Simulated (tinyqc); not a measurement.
# Inputs raised by 5 %, one at a time

Model: speciation in dilute and buffered hydrofluoric acid, oxide etch rate and bath loading. Computed by tinyqc, a small Python program. Command: `OMP_NUM_THREADS=1 python tinyqc.py 3121395 3121396 out.jsonl hfetch sens`. One thread of a shared host (Intel(R) Xeon(R) Processor @ 2.30GHz), about 0.01 s of CPU time with the checks.

Concentrations stand for activities, NH4+ and Cl- are spectators, and water ionisation is neglected. H, F and HF2 denote the ions H+, F- and HF2-. The base temperature is 298 K.

Inputs (values chosen for the exercise, of the order of those for thermal oxide at room temperature):
```
quantity,value,unit
HF added,2.5,mol/L
NH4F added,1.3,mol/L
HCl added,0,mol/L
K1 = [H][F]/[HF],0.000743,mol/L
K2 = [HF2]/([HF][F]),3.74,L/mol
K3 = [H2F2]/[HF]^2,2.41,L/mol
rate constant of neutral HF k_a,10,nm L/(min mol)
rate constant of HF2 k_b,50,nm L/(min mol)
activation energy,0.35,eV
temperature error,2.2,K
oxide removed per wafer,45,nm
```

Constants: k_B = 8.617333262e-05 eV/K.

Method:
- Fluoride balance: [HF] + [F] + 2 [HF2] + 2 [H2F2] = HF added + NH4F added. Acid balance: [H] + [HF] + [HF2] + 2 [H2F2] = HF added + HCl added. For a trial [H], [HF] = [H][F]/K1, and the fluoride balance is a quadratic in [F].
- The root is refined to 1e-13 in pH = -log10 [H].
- Rate = k_a ([HF] + 2 [H2F2]) + k_b [HF2], an empirical two-term form.
- Time = oxide/rate; a temperature error changes the rate by exp((E_a/k_B)(1/298 - 1/(298 + error))) - 1.

Runs:
```
input moved,from,to,etch rate (nm/min),[HF2] (mol/L),share of HF2 in the rate (%)
base run,-,-,58.694,0.84256,71.775
HF added (mol/L),2.5,2.625,60.403,0.85405,70.695
NH4F added (mol/L),1.3,1.365,60.208,0.88040,73.112
K1 = [H][F]/[HF] (mol/L),0.000743,0.00078015,58.695,0.84258,71.776
K2 = [HF2]/([HF][F]) (L/mol),3.74,3.927,59.215,0.85559,72.244
K3 = [H2F2]/[HF]^2 (L/mol),2.41,2.5305,58.477,0.83711,71.576
rate constant of neutral HF k_a (nm L/(min mol)),10,10.5,59.523,0.84256,70.776
rate constant of HF2 k_b (nm L/(min mol)),50,52.5,60.801,0.84256,72.753
```

Exponents ln(y'/y) / ln(x'/x):
```
input,etch rate,[HF2],share of HF2 in the rate
HF added,0.588,0.277,-0.311
NH4F added,0.522,0.900,0.378
K1 = [H][F]/[HF],0.000,0.000,0.000
K2 = [HF2]/([HF][F]),0.181,0.315,0.133
K3 = [H2F2]/[HF]^2,-0.076,-0.133,-0.057
rate constant of neutral HF k_a,0.287,0.000,-0.287
rate constant of HF2 k_b,0.723,0.000,0.277
```

Among the inputs moved here: etch rate answers most in size to rate constant of HF2 k_b (exponent +0.723), next to HF added (+0.588); its exponent is below 0.0005 for K1 = [H][F]/[HF]. [HF2] answers most in size to NH4F added (exponent +0.900), next to K2 = [HF2]/([HF][F]) (+0.315); its exponent is below 0.0005 for K1 = [H][F]/[HF], rate constant of neutral HF k_a, rate constant of HF2 k_b. Share of HF2 in the rate answers most in size to NH4F added (exponent +0.378), next to HF added (-0.311); its exponent is below 0.0005 for K1 = [H][F]/[HF].

Caution (all rows): at ionic strengths above about 0.5 mol/L activities differ much from concentrations, so pH and rates are only indicative.
